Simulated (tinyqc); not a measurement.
Inside a calculation. Model: ballistic conductance of a hard-wall strip of a two-dimensional electron gas by counting modes.

Numbers from tinyqc (`OMP_NUM_THREADS=1 python tinyqc.py 2740103 2740104 out.jsonl`; about 0.07 s on one thread of a shared Intel Xeon 2.30GHz). Printed values are rounded.

Subband edges E_n = C (n pi/W)^2/m, n = 1, 2, ...; C = hbar^2/(2 m0). Every mode transmits fully; spin gives the factor 2 in 2 q^2/h, valleys the factor gv.

Values chosen for this exercise: temperature T = 77 K; mass m = 0.26 m0; valleys gv = 1; Fermi energy above the 2D band edge Ef = 0.042 eV; width W = 48 nm; highest subband edge listed Et = 0.0685 eV.

Constants: q = 1.602176634e-19 C, kB = 1.380649e-23 J/K, hbar = 1.054571817e-34 J s, h = 6.62607015e-34 J s, m0 = 9.1093837015e-31 kg, Vt = kB T/q, hbar^2/(2 m0) = 0.0380998212 eV nm^2. Results are converted to the units shown.

## Subband edges and their occupation

List the edges below Et; each adds its degeneracy times f = 1/(1 + exp((E_n - Ef)/Vt)) to the thermal mode count.

```
mode  edge (eV)  degeneracy         f
1     0.0006277           1  0.998044
2     0.0025109           1  0.997404
3     0.0056495           1  0.995841
4     0.0100435           1  0.991967
5     0.0156930           1  0.981379
6     0.0225980           1  0.949022
7     0.0307583           1  0.844777
8     0.0401742           1  0.568361
9     0.0508454           1  0.208651
10    0.0627721           1  0.041865
```

## Conductance and ballistic resistance

G = (2 q^2/h) gv M; at zero temperature M counts the edges below Ef, at T it is the sum of degeneracy times f. The smooth (Sharvin) count is kF W/pi, kF = sqrt(m Ef/C), and with the boundary term kF W/pi - 1/2. The sum runs over the edges listed.

M at zero temperature = 8
M at T = 7.57731
G = 587.097 uS
resistance 1/G = 1.70330 kohm
smooth count = 8.17977

The smooth count is 8.0 % above M at T. With the boundary term it is 7.68.
